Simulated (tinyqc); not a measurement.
Ballistic transport through the one-dimensional subbands of a rectangular nanowire or nanosheet channel. Changing the equivalent oxide thickness t. Computed by tinyqc, a small Python program. Command: `OMP_NUM_THREADS=1 python tinyqc.py 3025719 3025720 out.jsonl wire sweep`. One thread of a shared host (Intel(R) Xeon(R) Processor @ 2.30GHz), about 0.06 s of CPU time with the checks.

Hard walls, parabolic subbands, transport along x. Energies are counted from the bulk conduction band edge at the top of the barrier, which the gate pulls down by U; the source Fermi level lies at the bulk edge when U = 0.

Inputs (values chosen for the exercise, modelled on GaAs): mass m = 0.068 m_0; height a = 6.4 nm; width b = 11 nm; gate voltage above flat band V_G = 1 V; drain voltage V_D = 0.01 V; temperature T = 150 K.

Valleys: single isotropic valley.

Constants: hbar^2/(2 m_0) = 3.80998212 eV angstrom^2; k_B = 8.617333262e-05 eV/K; m_0 = 9.1093837015e-31 kg; k_B = 1.380649e-23 J/K; hbar = 1.054571817e-34 J s; eps_0 = 8.8541878128e-12 F/m; e = 1.602176634e-19 C; h = 6.62607015e-34 J s.

Method:
- E_pq = (hbar^2 pi^2/2)(p^2/(m_y b^2) + q^2/(m_z a^2)); m_x = m_y = m_z = m, degeneracy g = 1; the 10 lowest subbands are kept.
- F_j(eta) = (1/Gamma(j + 1)) int_0^infinity x^j/(1 + exp(x - eta)) dx, F_0 = ln(1 + exp(eta)). Integrals over x = E/(k_B T) use 160 Gauss-Legendre points in u = sqrt(x) from 0 to sqrt(max(eta, 0) + 32).
- With degeneracy g = 1, eta_i = (U - E_i)/(k_B T) and u = e V_D/(k_B T): line density n = sum_i g sqrt(2 m_x k_B T/pi)/(2 hbar) [F_-1/2(eta_i) + F_-1/2(eta_i - u)]; gate: e n = C_ox (V_G - U/e), C_ox = 3.9 eps_0 2 (a + b)/t (flat-plate estimate); I = (2 e k_B T/h) sum_i g [F_0(eta_i) - F_0(eta_i - u)].

One run for each value:
```
equivalent oxide thickness t (nm)  ballistic current I (microampere)  line density n (1/nm)  U (meV)
0.40                                                          4.1334                 2.5838   862.20
0.57                                                          3.8874                 2.3781   819.27
0.82                                                          3.8390                 2.1273   767.43
1.20                                                          3.2737                 1.8020   711.69
1.70                                                          3.0937                 1.5385   651.28
2.40                                                          2.8216                 1.2510   599.71
3.50                                                          1.9321                 0.9666   548.95
5.00                                                          1.5518                 0.7878   474.85
```

Over the rows, ballistic current I (microampere) falls from 4.13 to 1.55 (exponent d ln y / d ln x -0.17 between the first rows and -0.61 between the last); line density n (1/nm) falls from 2.58 to 0.788 (exponent d ln y / d ln x -0.23 between the first rows and -0.57 between the last); U (meV) falls from 862 to 475 (exponent d ln y / d ln x -0.14 between the first rows and -0.41 between the last). Thinning the oxide by a factor 12.5 raises n by 3.28 and the current by 2.66. The charge lags because part of V_G goes into U (quantum capacitance and subband energy). The current lags the charge, since it counts the modes open within the bias window, not the carriers.

Caution (all rows): confinement energies this large call for non-parabolicity and barrier penetration, which lower the subbands and raise the mass.
